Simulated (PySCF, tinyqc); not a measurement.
Worked calculation: FCI on RHF in the sto-6g basis, frozen core, for BeH+, spin multiplicity 1. The lowest restricted solution is unstable here: a spin-polarised one lies 0.0095 hartree lower (PySCF). One step of it, computed by the program tinyqc.

Task: FCI: roots. Diagonalise (each vector has its largest component positive (the first on a tie)); all determinants have Ms = 0, so triplets appear too. The lowest singlet root is the correlation energy.

Occupation strings over the orbitals (2 doubly, a alpha, b beta, 0 empty; spin orbitals ordered 1a 1b 2a 2b ...): 220000 2ab000 2a000b 2ba000 2b000a 202000 20a00b 200200 200020 20b00a 200002

H - E(HF) between determinants (hartree), lower triangle:
```
           220000     2ab000     2a000b     2ba000     2b000a     202000     20a00b    200200
220000   0.000000
2ab000   0.000000   0.127744
2a000b   0.000000   0.000024   0.387352
2ba000   0.000000  -0.065528   0.057116   0.127744
2b000a   0.000000   0.057116  -0.118162   0.000024   0.387352
202000   0.065528   0.097228   0.061575  -0.097228  -0.061575   0.476582
20a00b  -0.057116   0.061575  -0.003304   0.026170   0.061487   0.106777   0.537001
200200   0.045622   0.034940  -0.025062  -0.034940   0.025062   0.048208  -0.007428  0.639857
200020   0.045622   0.034940  -0.025062  -0.034940   0.025062   0.048208  -0.007428  0.024258
20b00a   0.057116   0.026170   0.061487   0.061575  -0.003304  -0.106777  -0.078020  0.007428
200002   0.118162  -0.061487   0.023861   0.061487  -0.023861   0.078020  -0.002157  0.022227

          200020    20b00a    200002
200020  0.639857
20b00a  0.007428  0.537001
200002  0.022227  0.002157  0.803452
```

Give: lowest roots of this matrix, relative to E(HF); lowest vectors; <S^2> of these roots; weight of the ground state by excitation level 0, 1, 2, ....

Result:

lowest roots of this matrix, relative to E(HF) (hartree): -0.0426  0.0351  0.1010  0.2568  0.3517  0.4985  0.5528  0.6156

lowest vectors:
```
         root 1   root 2   root 3   root 4
220000   0.9611   0.0000  -0.1319   0.0000
2ab000   0.0464   0.6829   0.6147   0.0908
2a000b   0.0373  -0.1362   0.1406   0.6624
2ba000  -0.0464   0.6829  -0.6147   0.0908
2b000a  -0.0373  -0.1362  -0.1406   0.6624
202000  -0.1675   0.0000  -0.3936   0.0000
20a00b   0.1104  -0.1227   0.0425  -0.2301
200200  -0.0467   0.0000  -0.0248   0.0000
200020  -0.0467   0.0000  -0.0248   0.0000
20b00a  -0.1104  -0.1227  -0.0425  -0.2301
200002  -0.1111   0.0000   0.1658   0.0000
```

<S^2> of these roots: 0.0000  2.0000  0.0000  2.0000  0.0000  2.0000  0.0000  0.0000

weight of the ground state by excitation level 0, 1, 2, ...: 0.9237  0.0071  0.0692
